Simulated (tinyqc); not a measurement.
From results back to parameters: electrons shared among three sets of ellipsoidal valleys. Two cases, with inputs chosen for the exercise.

Problem. With Boltzmann statistics n(Delta4)/n(Delta2) = R exp(-dE/kB T), where R = N_2/N_1 does not depend on T. Two ratios were computed from hidden R and dE.

Constants: kB = 8.617333262e-05 eV/K.

Find: dE; R.

Method. dE = kB ln(ratio_b/ratio_a)/(1/Ta - 1/Tb); then R = ratio_a exp(dE/kB Ta).

Case 1.

Values chosen (out of a larger set: masses and offsets near those of Si; mobilities are free inputs, held fixed; not measured data): Ta = 300 K; Tb = 450 K.

ratio at Ta = 0.300515
ratio at Tb = 0.565268

Solution.

dE = 0.049 eV
R = 2.00

Case 2.

Values chosen (out of a larger set: masses and offsets near those of Si; mobilities are free inputs, held fixed; not measured data): Ta = 300 K; Tb = 500 K.

ratio at Ta = 0.0746608
ratio at Tb = 0.278143

Solution.

dE = 0.085 eV
R = 2.00

Computed by tinyqc, one run a case: `OMP_NUM_THREADS=1 python tinyqc.py N N+1 out.jsonl` with N = 1682609, 1682756; one thread of a shared Intel(R) Xeon(R) Processor @ 2.30GHz, about 0.01 s a run at most.
